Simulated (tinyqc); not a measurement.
# Minority carriers and saturation current of a heavily doped emitter, step by step

Program tinyqc, `OMP_NUM_THREADS=1 python tinyqc.py 2330071 2330072 out.jsonl`; Intel Xeon 2.30GHz, shared host, one thread, about 0.01 s. Printed values are rounded.

n-type, parabolic bands, full ionisation. eta = (EF - Ec)/kB T solves N = Nc F12(eta), F12(x) = (2/sqrt(pi)) int_0^infinity sqrt(u)/(1 + exp(u - x)) du. The gap shrinks rigidly by dEg = a3 y^(1/3) + a4 y^(1/4) + a2 y^(1/2), y = N/1e18 cm^-3, an empirical law that is here taken as the true narrowing.

Values chosen for this exercise; band and dielectric values close to those of silicon:
- T = 250 K (temperature)
- Eg = 1.14 eV (band gap)
- Nc = 2.11e19 cm^-3 (conduction-band density of states at 250 K)
- Nv = 2.02e19 cm^-3 (valence-band density of states at 250 K)
- N = 7.4e18 cm^-3 (ionised donor density)
- a3 = 18.1 meV (coefficient of (N/1e18)^(1/3))
- a4 = 12.4 meV (coefficient of (N/1e18)^(1/4))
- a2 = 3.9 meV (coefficient of (N/1e18)^(1/2))
- mup = 200 cm^2/(V s) (minority-hole mobility)
- Cn = 1.7e-31 cm^6/s (Auger coefficient)
- ts = 0.056 us (defect lifetime)
- W = 1200 nm (emitter width)
- S = 2.9e5 cm/s (recombination velocity at the contact)

Constants: q = 1.602176634e-19 C, kB = 1.380649e-23 J/K, Vt = kB T/q. Results are converted to the units shown.

Range of the model: Band tails, non-parabolic bands and incomplete ionisation are left out.

## Iteration 1: Fermi level

eta at the start (Boltzmann value) = -1.0478

Newton step on ln F12(eta) = ln(N/Nc): eta(new) = eta - ln(Nc F12/N) F12/Fm, Fm(x) = dF12/dx = (1/sqrt(pi)) int_0^infinity u^(-1/2)/(1 + exp(u - x)) du.

F12 = 0.314008
Fm = 0.282876
eta after iteration 1 = -0.925092

## Course of the iteration

Stop when eta changes by less than 1e-9.

Course of the iteration:

| iteration | eta | change |
|---|---|---|
| 1 | -0.925092 | 0.123 |
| 2 | -0.924401 | 6.91e-4 |
| 3 | -0.924401 | 2.31e-8 |
| 4 | -0.924401 | < 1e-13 |

Converged in 4 iterations.

## Effective intrinsic density

converged eta = -0.924401

ni = sqrt(Nc Nv) exp(-Eg/(2 Vt)), Eg in volts; degeneracy factor g = F12(eta) exp(-eta); nie^2 = ni^2 exp(dEg/kB T) g, p0 = nie^2/N; apparent narrowing dEg + kB T ln g.

ni = 6.66995e7 cm^-3
dEg = 66.3322 meV
g = 0.883917
apparent narrowing = 63.6740 meV
nie = 2.92367e8 cm^-3
p0 = 0.0115511 cm^-3

Narrowing multiplies p0 by 21.7 and degeneracy by 0.884.

## Saturation current

1/tau = Cn N^2 + 1/ts, D = mup Vt, L = sqrt(D tau); J0 = (q p0 D/L)(s + tanh(W/L))/(1 + s tanh(W/L)), s = S L/D; the share recombining inside is 1 - 1/[cosh(W/L)(1 + tanh(W/L)/s)].

tau = 36.8103 ns
L = 3982.50 nm
s = 26.8047
J0 = 0.0613693 fA/cm^2
share recombining inside = 5.40631 %

The emitter is transparent: most holes reach the contact.
